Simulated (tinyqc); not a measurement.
Six-band Luttinger-Kohn model with strain, step by step. Values are carried at full precision from step to step, so a last printed digit may differ when a step is redone from the rounded ones.

Constants: hbar^2/2m0 = 3.80998211 eV angstrom^2.

Parameters, chosen for this exercise (near those of Ge; the results hold for these values, not for the real material): C11 = 133.6 GPa; C12 = 49.5 GPa; C44 = 67.6 GPa; load = uniaxial [110] (kind of stress); X = 2.43 GPa (stress); Dso = 0.276 eV (spin-orbit splitting); g1 = 13.34 (Luttinger gamma1); g2 = 4.18 (gamma2); g3 = 5.62 (gamma3); av = 1.21 eV (valence hydrostatic potential); b = -2.51 eV (tetragonal shear potential); d = -5.04 eV (trigonal shear potential); k = (0.003, 0.006, 0.016) 1/angstrom (wave vector); kmax = 0.05 1/angstrom (end of the path).

## Strain from a uniaxial [110] stress

s11 = (C11 + C12)/((C11 - C12)(C11 + 2 C12)), s12 = -C12/((C11 - C12)(C11 + 2 C12)), s44 = 1/C44; exx = s11 sxx + s12 (syy + szz) and cyclic, exy = s44 sxy/2; tension is positive. A uniaxial stress X along the unit vector n is s_ij = X n_i n_j.

s11, s12, s44 (1/TPa): 9.3601  -2.5305  14.7929

strain tensor:
```
          x         y          z
x  0.008298  0.008987   0.000000
y  0.008987  0.008298   0.000000
z  0.000000  0.000000  -0.006149
```

The volume changes by +1.045 %; there is shear in the cubic axes, so d enters.

## The terms P, Q, R, S at one k

P = c g1 k^2 - av tr(e); Q = c g2 (kx^2 + ky^2 - 2 kz^2) - (b/2)(exx + eyy - 2 ezz); R = c sqrt3 [-g2 (kx^2 - ky^2) + 2i g3 kx ky] + (sqrt3/2) b (exx - eyy) - i d exy; S = 2 c sqrt3 g3 (kx - i ky) kz - d (exz - i eyz); c = hbar^2/2m0, e the strain tensor (not engineering shear).

Form the four terms.

Terms (eV):

| term | from k | from strain |
|---|---|---|
| P | 0.01530 | -0.01264 |
| Q | -0.00744 | 0.03626 |
| R | 0.00074+0.00134i | 0.04529i |
| S | 0.00356-0.00712i | 0.00000 |

## The Hamiltonian

Six-band Luttinger-Kohn model in the basis |3/2,3/2>, |3/2,1/2>, |3/2,-1/2>, |3/2,-3/2>, |1/2,1/2>, |1/2,-1/2>, electron energies, zero at the top of the unstrained valence band. H = -[rows: (P+Q, -S, R, 0, -S/r2, r2 R); (-S*, P-Q, 0, R, -r2 Q, r32 S); (R*, 0, P-Q, S, r32 S*, r2 Q); (0, R*, S*, P+Q, -r2 R*, -S*/r2); (-S*/r2, -r2 Q, r32 S, -r2 R, P+Dso, 0); (r2 R*, r32 S*, r2 Q, -S/r2, 0, P+Dso)], r2 = sqrt(2), r32 = sqrt(3/2). Levels are twofold.

Each term is the sum of its two parts.

H(k) (eV), lower triangle (Hermitian):
```
                  3/2,3/2          3/2,1/2         3/2,-1/2        3/2,-3/2  1/2,1/2  1/2,-1/2
3/2,3/2           -0.0315
3/2,1/2    0.0036+0.0071i           0.0262
3/2,-1/2  -0.0007+0.0466i                0           0.0262
3/2,-3/2                0  -0.0007+0.0466i  -0.0036-0.0071i         -0.0315
1/2,1/2    0.0025+0.0050i           0.0408  -0.0044+0.0087i  0.0011+0.0659i  -0.2787
1/2,-1/2  -0.0011+0.0659i  -0.0044-0.0087i          -0.0408  0.0025-0.0050i        0   -0.2787
```

## Levels and their make-up

Diagonalise H. The weights add +m and -m and are averaged over each pair; m is taken along z.

levels from the top, each twofold (eV): 0.0529  -0.0333  -0.3036

weights:
```
               top  second  third
|3/2,+-3/2>  0.231   0.702  0.067
|3/2,+-1/2>  0.768   0.207  0.025
|1/2,+-1/2>  0.001   0.092  0.908
```

The top pair is 77 % |3/2,+-1/2>, the second pair is 70 % |3/2,+-3/2> and the third pair is 91 % |1/2,+-1/2>.

## Band edges at k = 0
Diagonalise H at k = 0. The weights add +m and -m (m along z) and are averaged over each pair.

edges from the top (eV): 0.0719  -0.0196  -0.2904

weights at k = 0:
```
               top  second  third
|3/2,+-3/2>  0.153   0.780  0.067
|3/2,+-1/2>  0.843   0.126  0.032
|1/2,+-1/2>  0.004   0.094  0.902
```

The stress splits the top two pairs by 91.4 meV, 3.54 times kT at 300 K (25.85 meV); the third lies 362.3 meV below the top, against Dso = 276 meV without stress.

## Polarisation of the edge transitions

In the basis X, Y, Z times spin, H(k = 0) has -Dso/3 + l exx + m (eyy + ezz) on the diagonal (cyclic) and n exy off it, l = av + 2 b, m = av - b, n = sqrt(3) d. Spin-orbit term (Dso/3) L.sigma on X, Y, Z with (L_k)_ij = -i epsilon_kij: <X+|H|Y+> = -i Dso/3, <X+|H|Z-> = Dso/3, <Y+|H|Z-> = -i Dso/3, <Z+|H|X-> = -Dso/3, <Z+|H|Y-> = i Dso/3, <X-|H|Y-> = i Dso/3, and their conjugates; + and - are the spin along z. The strength of a transition to an s-like conduction level for light polarised along the unit vector u is the weight of the orbital ux X + uy Y + uz Z in the valence state, summed over spin and averaged over the pair.

strain block of X, Y, Z (eV), lower triangle:
```
          X         Y        Z
X  -0.02362
Y  -0.07845  -0.02362
Z         0         0  0.08517
```

Relative strengths:

| polarisation | top | second | third |
|---|---|---|---|
| [100] | 0.190 | 0.391 | 0.419 |
| [010] | 0.190 | 0.391 | 0.419 |
| [001] | 0.620 | 0.218 | 0.162 |
| [110] | 0.004 | 0.351 | 0.646 |
| [1-10] | 0.376 | 0.431 | 0.192 |
| [111] | 0.209 | 0.306 | 0.484 |

The top pair is strongest for light along [001] (0.620) and weakest along [110] (0.004); without strain every direction has 1/3 on average over the fourfold top. For each polarisation the three pairs add up to 1.

## Hole masses at the edges

Curvature at k = 0: m/m0 = -2 c h^2/(E(h u) + E(-h u) - 2 E(0)) with h = 0.0002 1/angstrom along the unit vector u.

Hole masses (m0):

| direction | top | second | third |
|---|---|---|---|
| [110] | 0.289 | 0.074 | 0.043 |
| [1-10] | 0.062 | 0.062 | 0.128 |
| [100] | 0.103 | 0.068 | 0.065 |
| [001] | 0.049 | 0.096 | 0.110 |

Of the directions listed, the top pair is lightest along [001] (0.049) and heaviest along [110] (0.289). These masses hold only for hole energies well below the splitting of 91 meV.

## Bands along [110] and [001]

Six points from 0 to kmax in each direction.

Levels (eV):

| direction | \|k\| (1/angstrom) | top | second | third | top, no stress | second, no stress |
|---|---|---|---|---|---|---|
| [110] | 0.000 | 0.0719 | -0.0196 | -0.2904 | 0.0000 | 0.0000 |
| [110] | 0.010 | 0.0706 | -0.0246 | -0.2993 | -0.0010 | -0.0090 |
| [110] | 0.020 | 0.0668 | -0.0383 | -0.3275 | -0.0041 | -0.0345 |
| [110] | 0.030 | 0.0608 | -0.0576 | -0.3784 | -0.0091 | -0.0719 |
| [110] | 0.040 | 0.0528 | -0.0791 | -0.4558 | -0.0158 | -0.1132 |
| [110] | 0.050 | 0.0433 | -0.1008 | -0.5618 | -0.0239 | -0.1512 |
| [001] | 0.000 | 0.0719 | -0.0196 | -0.2904 | 0.0000 | 0.0000 |
| [001] | 0.010 | 0.0642 | -0.0237 | -0.2939 | -0.0019 | -0.0082 |
| [001] | 0.020 | 0.0434 | -0.0377 | -0.3048 | -0.0076 | -0.0318 |
| [001] | 0.030 | 0.0166 | -0.0669 | -0.3250 | -0.0171 | -0.0679 |
| [001] | 0.040 | -0.0087 | -0.1147 | -0.3586 | -0.0304 | -0.1112 |
| [001] | 0.050 | -0.0321 | -0.1736 | -0.4136 | -0.0474 | -0.1555 |

## Checks

- Levels against the same model in the basis X, Y, Z times spin: they agree to 1e-10 or better.

Program tinyqc; command `OMP_NUM_THREADS=1 python tinyqc.py 1080149 1080150 out.jsonl`; about 0.03 s on one thread of a shared Intel(R) Xeon(R) Processor @ 2.30GHz.
